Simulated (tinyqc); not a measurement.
## A and C from the efficiency peak

Inverse problem. ABC model of an LED: J = q da (A n + Ba n^2 + Ca n^3), IQE = Ba n^2/(A n + Ba n^2 + Ca n^3), differential lifetime 1/(A + 2 Ba n + 3 Ca n^2). The peak lies at n = sqrt(A/Ca). Given Ba, find n at the peak, A and Ca.

Inputs (values chosen for the exercise): radiative coefficient of the active layer Ba = 6.1e-11 cm^3/s; thickness of the active layer da = 6.7 nm.

Constants: q = 1.602176634e-19 C. Results are converted to the units shown.

peak IQE = 99.448581 %
J at the peak = 3.8907839 A/cm^2

Solution. IQE J = q da Ba n^2 gives n. At the peak A n = Ca n^3, each being half of the non-radiative rate Ba n^2 (1/IQE - 1).

n at the peak = 7.69e17 cm^-3
A = 1.30e5 1/s
Ca = 2.20e-31 cm^6/s

Program tinyqc, `OMP_NUM_THREADS=1 python tinyqc.py 2300033 2300034 out.jsonl`; Intel Xeon 2.30GHz, shared host, one thread, about 0.01 s.
